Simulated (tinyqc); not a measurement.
Energies of the polytypes: polytypes and stacking faults of a tetrahedral semiconductor in an axial Ising model with couplings up to third neighbours. Computed by tinyqc, a small Python program. Command: `OMP_NUM_THREADS=1 python tinyqc.py 3031632 3031633 out.jsonl polytype walk`. One thread of a shared host (Intel(R) Xeon(R) Processor @ 2.30GHz), about 0.01 s of CPU time with the checks.

Each double layer has s = +1 or -1 for the sense of its stacking step; E per pair of atoms = E0 - sum_n J_n <s_i s_(i+n)>, n = 1, 2, 3. Hexagonality h = (1 - <s_i s_(i+1)>)/2.

Inputs (values chosen for the exercise, of the order of those of SiC for J, a, G and the gaps):
```
quantity   value      unit
J1          1.23  meV/pair
J2         -2.13  meV/pair
J3         -0.35  meV/pair
gap of 3C   2.39        eV
gap of 4H   3.26        eV
```

Method. E - E(3C) = sum_n J_n (1 - C_n), C_n = <s_i s_(i+n)>. The gap is taken linear in h between 3C (h = 0) and 4H (h = 1/2), a rough rule, with a dash beyond.

correlations of the repeat units 3C (+), 2H (+-), 4H (++--), 6H (+++---), 15R (+++--), 8H (++++----), 21R (++++---), 9R (++-):
```
        n = 1     n = 2     n = 3
3C    1.00000   1.00000   1.00000
2H   -1.00000   1.00000  -1.00000
4H    0.00000  -1.00000   0.00000
6H    0.33333  -0.33333  -1.00000
15R   0.20000  -0.60000  -0.60000
8H    0.50000   0.00000  -0.50000
21R   0.42857  -0.14286  -0.71429
9R   -0.33333  -0.33333   1.00000
```

Polytypes:
```
polytype       h  E - E(3C) (meV/pair)  gap by the linear rule (eV)
3C        0.0000                0.0000                       2.3900
2H        1.0000                1.7600                            -
4H        0.5000               -3.3800                       3.2600
6H        0.3333               -2.7200                       2.9700
15R       0.4000               -2.9840                       3.0860
8H        0.2500               -2.0400                       2.8250
21R       0.2857               -2.3314                       2.8871
9R        0.6667               -1.2000                            -
```

E(2H) - E(3C) = 1.76 meV/pair

E(4H) - E(3C) = -3.38 meV/pair

E(6H) - E(3C) = -2.72 meV/pair

The lowest is 4H, 0.396 meV/pair below 15R. J1/|J2| = 0.58: for J3 = 0 and J2 < 0 the ground state is 2H below -2, 4H between -2 and 2, and 3C above 2; at 2 itself all periods with bands of two or more layers are degenerate. Four or more polytypes lie within 1.5 meV/pair, so small a spread that growth kinetics and seeds can decide.

Extremes, crossings and ranges named in words are read from the listed rows.
